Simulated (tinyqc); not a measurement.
p-n diode with diffusion and depletion-layer recombination: two steps of the calculation.

Abrupt junction in the depletion approximation, low injection, full ionisation, neutral widths fixed, ohmic contact on the p side. Vj is the junction voltage; where a series resistance Rs is given, V = Vj + J Rs is the terminal voltage.

Parameters, values chosen for the exercise; band and dielectric values close to those of germanium:

| symbol | value | unit | meaning |
|---|---|---|---|
| T | 300 | K | temperature |
| Eg | 0.669 | eV | band gap |
| Nc | 1.03e19 | cm^-3 | conduction-band density of states at T |
| Nv | 6.04e18 | cm^-3 | valence-band density of states at T |
| Na | 1.8e17 | cm^-3 | acceptor density |
| Nd | 3.3e17 | cm^-3 | donor density |
| mun | 1400 | cm^2/(V s) | electron mobility in the p side |
| mup | 920 | cm^2/(V s) | hole mobility in the n side |
| tn | 8e-9 | s | electron lifetime |
| tp | 5e-7 | s | hole lifetime |
| wp | 21 | um | neutral width of the p side |
| wn | 1.4 | um | neutral width of the n side |
| Sp | 100 | cm/s | recombination velocity at the n contact |
| Rs | 0.0092 | ohm cm^2 | series resistance |
| V | 0.31 | V | terminal voltage |

Constants: q = 1.602176634e-19 C, kB = 1.380649e-23 J/K, Vt = kB T/q. Results are converted to the units shown.

Problem 1. Diffusion lengths and saturation currents. ni = sqrt(Nc Nv) exp(-Eg/(2 Vt)), Eg in volts; D = mu Vt; Ln = sqrt(Dn tn), Lp = sqrt(Dp tp); J0n = q ni^2 Dn coth(wp/Ln)/(Ln Na); J0p = (q ni^2 Dp/(Lp Nd)) (s + tanh(wn/Lp))/(1 + s tanh(wn/Lp)), s = Sp Lp/Dp.

Find: ni; Ln; Lp; J0n; J0p.

Solution 1.

ni = 1.8949e13 cm^-3
Ln = 5.3809 um
Lp = 34.485 um
J0n = 2.1514e-5 A/cm^2
J0p = 6.6179e-8 A/cm^2

wp/Ln = 3.9 and wn/Lp = 0.041; electrons carry 99.7 % of the diffusion current.

Problem 2. New Vj. Diffusion current alone: J = J0 (exp(Vj/Vt) - 1), g = Vj + J Rs - V, g' = 1 + Rs J0 exp(Vj/Vt)/Vt, Vj(new) = Vj - g/g'.

Vj at the start = 0.31 V
J0 = J0n + J0p = 2.1580457e-5 A/cm^2

Find: J; g; g'; Vj after iteration 1.

Solution 2.

J = 3.482 A/cm^2
g = 0.03203 V
g' = 2.239
Vj after iteration 1 = 0.2957 V

Program tinyqc, `OMP_NUM_THREADS=1 python tinyqc.py 2260140 2260141 out.jsonl`; Intel Xeon 2.30GHz, shared host, one thread, about 0.01 s.
